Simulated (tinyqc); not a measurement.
# Ballistic Schottky-barrier transistor with a two-dimensional channel, WKB contacts: what changes with what

Source Fermi level 0, drain Fermi level -Vd. Far from the contacts Ec = pn - psi, and the gate moves psi one to one; the band edges relax as exp(-x/lam) from pn at the source and pn - Vd at the drain; Ev = Ec - Eg. A carrier of energy w inside the channel band meets at a contact a barrier of height D (the contact edge beyond the channel edge): T = 1 for w >= D, else exp(-S), S = 4 lam sqrt(m/C) [sqrt(D - w) - sqrt(w) arctan sqrt((D - w)/w)], C = hbar^2/(2 m0). The two contacts combine as Ts Td/(Ts + Td - Ts Td).

Inputs (values chosen for the exercise); channel values close to those of a molybdenum disulphide layer:
```
symbol  value  unit                                    meaning
T         300     K                                temperature
Eg        1.7    eV                                   band gap
pn       0.14    eV     barrier for electrons at both contacts
mn       0.49    m0                              electron mass
mp       0.61    m0                                  hole mass
g           2                              valleys or subbands
lam       4.3    nm           screening length at the contacts
Vd        0.5     V                                 drain bias
ps       0.33     V  band shift psi of the channel by the gate
```

Constants: q = 1.602176634e-19 C, kB = 1.380649e-23 J/K, hbar = 1.054571817e-34 J s, h = 6.62607015e-34 J s, m0 = 9.1093837015e-31 kg, Vt = kB T/q, hbar^2/(2 m0) = 0.0380998212 eV nm^2. Results are converted to the units shown.

Each table varies one quantity; the others keep the values above.

## Ambipolar transfer curve

I/W = g (2 q^2/h) int T(w) [N(Es + w) - N(Ed + w)] dw with w the energy of motion along the channel, N(y) = (1/2 pi) sqrt(pi m kB T/C) Fm(-y/kB T), Fm(x) = (1/sqrt(pi)) int_0^infinity u^(-1/2)/(1 + exp(u - x)) du. Electrons: Ds = psi, Dd = psi - Vd, Es = Ec, Ed = Ec + Vd. Holes: Ds = -psi, Dd = Vd - psi, Es = -Ev, Ed = -Ev - Vd. The size of each current is taken; both flow from drain to source and add. The integrals are converged. Swing = d(psi)/d(log10 I).

Ambipolar transfer curve:

| ps (V) | electrons (uA/um) | holes (uA/um) | I (uA/um) | swing (mV/decade) |
|---|---|---|---|---|
| -1.25 | 2.904e-21 | 9.191e-14 | 9.191e-14 | -125.5 |
| -1.11 | 6.530e-19 | 7.320e-15 | 7.320e-15 | -129.4 |
| -0.97 | 1.468e-16 | 6.319e-16 | 7.787e-16 | -345.9 |
| -0.83 | 3.302e-14 | 5.957e-17 | 3.307e-14 | 59.68 |
| -0.69 | 7.424e-12 | 6.185e-18 | 7.424e-12 | 59.53 |
| -0.55 | 1.669e-9 | 7.141e-19 | 1.669e-9 | 59.53 |
| -0.41 | 3.753e-7 | 9.275e-20 | 3.753e-7 | 59.53 |
| -0.27 | 8.439e-5 | 1.373e-20 | 8.439e-5 | 59.53 |
| -0.13 | 0.01898 | 2.349e-21 | 0.01898 | 59.53 |
| 0.01 | 3.445 | 4.712e-22 | 3.445 | 170.3 |
| 0.15 | 13.25 | 1.118e-22 | 13.25 | 258.3 |
| 0.29 | 44.15 | 3.112e-23 | 44.15 | 287.8 |

I goes from 9.19e-14 through a minimum of 7.79e-16 (at ps = -0.97 V among the rows listed) to 44.2 uA/um; the exact minimum lies at psi = -0.958 V. Holes carry the left branch and electrons the right. The ratio of the last row to the smallest is 5.67e16 and of the first row 118, with barriers of 0.14 eV for electrons and 1.56 eV for holes. The steepest swing among the rows is 59.5 mV/decade, against the thermionic limit 59.5.

## Effect of the screening length

Same model as above.

Effect of the screening length:

| lam (nm) | current of the electrons (uA/um) | share over the barriers (%) | \|d psi/d log10\| of this current (mV/decade) |
|---|---|---|---|
| 0.5 | 2602 | 0.1112 | 307.9 |
| 1.6 | 456.5 | 0.6339 | 279.0 |
| 2.6 | 172.5 | 1.677 | 276.7 |
| 3.7 | 82.07 | 3.526 | 293.2 |
| 4.8 | 48.28 | 5.993 | 322.7 |
| 5.9 | 32.67 | 8.857 | 360.9 |
| 6.9 | 24.90 | 11.62 | 400.8 |
| 8 | 19.70 | 14.69 | 448.4 |

The current falls from 2600 to 19.7 uA/um, while the share over the barriers rises from 0.111 to 14.7 %: the thermionic part does not depend on lam, and a thinner barrier adds tunnelling. The swing goes from 308 through a minimum of 277 (at lam = 2.6 nm among the rows listed) to 448 mV/decade.

Range of the model: No scattering, image-force lowering, channel charge or band-to-band tunnelling; parabolic kappa overstates S deep in the gap.

Computed by the program tinyqc: `OMP_NUM_THREADS=1 python tinyqc.py 2390146 2390147 out.jsonl`, one thread of a shared Intel Xeon 2.30GHz, about 0.2 s for the whole run.
